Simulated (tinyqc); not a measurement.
Worked calculation: coherent transport through a tight-binding region between two chains. Computed by tinyqc, a small Python program that keeps every step. Settings: temperature = 300, mu = 0.35. Command: `OMP_NUM_THREADS=1 python tinyqc.py 31508 31509 out.jsonl` (the two numbers bound the seeds that draw the settings). One thread of a shared host (Intel(R) Xeon(R) Processor @ 2.60GHz), about 0.06 s of CPU time with the checks.

## Transmission at E = 0.73 eV

H of the central region (eV):
```
           1          2
1   0.000000  -0.980000
2  -0.980000   0.000000
```

Leads: semi-infinite chains with site energy 0:
```
parameter                           value
lead hopping t (eV)              1.920000
coupling to the left lead (eV)   0.800000
coupling to the right lead (eV)  1.050000
left contact site                       1
right contact site                      2
```

E = 0.730000 eV

Surface Green function g = (E - i sqrt(4 t^2 - E^2)) / (2 t^2); self-energy tc^2 g on each contact site; G = (E - H - Sigma)^(-1); Gamma = -2 Im Sigma; T = Gamma_L Gamma_R |G_LR|^2; local density of states -Im G_ii / pi.

g = 0.099013-0.511335i 1/eV

G (1/eV):
```
                     1                    2
1  -0.146552-0.887254i   0.823815+0.652482i
2   0.823815+0.652482i  -0.342504-0.718941i
```

local density of states (1/eV): 0.282422  0.228846

transmission = 0.815000

## Transmission across the band

The same steps on a grid of energies.

T(E):
```
E (eV)              T
-3.64800000  0.000811
-3.28320000  0.003528
-2.91840000  0.009296
-2.55360000  0.022349
-2.18880000  0.054950
-1.82400000  0.147600
-1.45920000  0.428167
-1.09440000  0.888166
-0.72960000  0.814733
-0.36480000  0.616628
0.00000000   0.554255
0.36480000   0.616628
0.72960000   0.814733
1.09440000   0.888166
1.45920000   0.428167
1.82400000   0.147600
2.18880000   0.054950
2.55360000   0.022349
2.91840000   0.009296
3.28320000   0.003528
3.64800000   0.000811
```

levels of the isolated region (eV): -0.980000  0.980000

## Current

I = (2e/h) int T(E) [f(E - mu - V/2) - f(E - mu + V/2)] dE at 300 K with mu = 0.35 eV, the bias not changing H; 2e^2/h = 77.48092 microsiemens; the integral runs over the band on 4001 points.

Current:
```
V (volt)  I (microampere)
0.010000         0.474720
0.050000         2.374017
0.100000         4.750645
0.200000         9.522156
0.400000        19.210023
0.800000        39.686756
```
